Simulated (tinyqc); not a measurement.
MP2 on RHF in the 6-311g basis, for H2, spin multiplicity 1, step by step. One step of it, computed by the program tinyqc.

Question. Iteration 1: diagonalisation and new density. Diagonalise F' = X^T F X, C = X C', fill 1 alpha and 1 beta electrons from the bottom; D = 2 C_occ C_occ^T. Each column has its largest component positive (the first on a tie).

Fock matrix F (hartree), lower triangle:
```
           1H 1s      1H 2s      1H 3s      2H 1s      2H 2s      2H 3s
1H 1s   0.490808
1H 2s  -0.476277  -0.453162
1H 3s  -0.478918  -0.467273  -0.344408
2H 1s  -0.466020  -0.507205  -0.448368   0.490808
2H 2s  -0.507205  -0.544270  -0.479298  -0.476277  -0.453162
2H 3s  -0.448368  -0.479298  -0.358783  -0.478918  -0.467273  -0.344408
```

X:
```
               1          2          3          4          5         6
1H 1s   0.584970  -0.922801  -0.705831   0.574052   0.677194  0.157278
1H 2s  -2.206268   1.417047   1.168902   0.086498   0.330354  0.231165
1H 3s   3.292299  -0.820709   0.908727  -0.496113   0.101057  0.222290
2H 1s  -0.584970  -0.922801   0.705831   0.574052  -0.677194  0.157278
2H 2s   2.206268   1.417047  -1.168902   0.086498  -0.330354  0.231165
2H 3s  -3.292299  -0.820709  -0.908727  -0.496113  -0.101057  0.222290
```

Give: F' = X^T F X; orbital energies; coefficients C; D after iteration 1.

Answer.

F' = X^T F X (hartree), lower triangle:
```
         1        2        3        4       5        6
1   1.1090
2   0.0000   1.8277
3  -0.8816   0.0000   1.2535
4   0.0000  -0.7964   0.0000   0.6787
5   0.4353   0.0000  -0.8303   0.0000  0.9187
6   0.0000  -0.0402   0.0000  -0.0793  0.0000  -0.6421
```

orbital energies (hartree): MO1 -0.6507, MO2 0.1336, MO3 0.2798, MO4 0.5773, MO5 2.2352, MO6 2.5703

coefficients C:
```
          MO1      MO2      MO3      MO4      MO5      MO6
1H 1s  0.1654   0.0953  -0.0751  -0.1112  -1.0830  -1.1303
1H 2s  0.2993   0.1076  -0.6970  -1.7049   1.2221   1.8506
1H 3s  0.1430   2.0971   0.8331   2.3880  -0.5046  -1.2550
2H 1s  0.1654  -0.0953  -0.0751   0.1112  -1.0830   1.1303
2H 2s  0.2993  -0.1076  -0.6970   1.7049   1.2221  -1.8506
2H 3s  0.1430  -2.0971   0.8331  -2.3880  -0.5046   1.2550
```

D after iteration 1, lower triangle:
```
        1H 1s   1H 2s   1H 3s   2H 1s   2H 2s   2H 3s
1H 1s  0.0547
1H 2s  0.0990  0.1792
1H 3s  0.0473  0.0856  0.0409
2H 1s  0.0547  0.0990  0.0473  0.0547
2H 2s  0.0990  0.1792  0.0856  0.0990  0.1792
2H 3s  0.0473  0.0856  0.0409  0.0473  0.0856  0.0409
```
